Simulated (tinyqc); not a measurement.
Inside a calculation. Model: bandgap voltage reference from two bipolar transistors.

Computed by the program tinyqc: `OMP_NUM_THREADS=1 python tinyqc.py 2062082 2062083 out.jsonl`, one thread of a shared Intel Xeon 2.30GHz, about 0.02 s for the whole run. Printed values are rounded.

Two transistors of area 1 and N carry the same current I. Is(T) = Is (T/T0)^eta exp[(Vg0 q/kB)(1/T0 - 1/T)], VBE1 = Vt ln(I/Is(T)) + I rb, VBE2 = Vt ln(I/(N Is(T))) + I rb/N. The amplifier forces I R1(T) = VBE1 - VBE2 + Vos, with R(T) = R (1 + tc (T - T0)) for both resistors, and the output is Vref = VBE1 + I R2(T). Base currents and the Early effect are neglected.

Parameters, values chosen for the exercise; values of the order met in silicon bipolar transistors:

| symbol | value | unit | meaning |
|---|---|---|---|
| T0 | 300 | K | reference temperature |
| Vg0 | 1.168 | V | band-gap voltage extrapolated to 0 K |
| eta | 3 |  | temperature exponent of the saturation current |
| Is | 9.7e-18 | A | saturation current of the unit transistor at T0 |
| N | 15 |  | area ratio of the second transistor |
| R1 | 10 | kohm | resistor across which the difference of VBE falls, at T0 |
| tc | 0 | ppm/K | temperature coefficient of both resistors |
| Vos | 0 | mV | offset of the amplifier |
| rb | 0 | ohm | series resistance of the unit transistor |
| R2 | 69.72 | kohm | output resistor at T0 |
| T | 358 | K | temperature |

Constants: q = 1.602176634e-19 C, kB = 1.380649e-23 J/K. Results are converted to the units shown.

## Operating point at the reference temperature

Vt = kB T/q; I = (Vt ln N + Vos)/(R1(T) - rb (1 - 1/N)). Evaluate at T = T0.

Vt = 0.0258520 V
I = 7.00085 uA
Is(T) = 9.7e-18 A
VBE1 = 0.705887 V
I R2 = 0.488099 V
Vref = 1.19399 V

## Operating point at another temperature

Vt = kB T/q; I = (Vt ln N + Vos)/(R1(T) - rb (1 - 1/N)).

Vt = 0.0308501 V
I = 8.35435 uA
Is(T) = 2.48866e-14 A
VBE1 = 0.605640 V
I R2 = 0.582465 V
Vref = 1.18810 V

From T0 to T, VBE1 changes by -100 mV and I R2 by 94.4 mV, which leaves -5.88 mV in Vref.

## Resistor for zero slope at T0, ideal case

With tc = 0, Vos = 0 and rb = 0 the current is proportional to T, dVBE/dT = (VBE - Vg0 - (eta - 1) Vt)/T, and Vref has zero slope at T0 when Vref = Vg0 + (eta - 1) Vt0. Find VBE1, its slope, that Vref, R2/R1 and the curvature d2Vref/dT2 = -(eta - 1) kB/(q T0).

VBE1 = 0.705887 V
dVBE/dT = -1.71272 mV/K
Vref = 1.21970 V
R2/R1 = 7.33935
curvature = -0.574489 uV/K^2
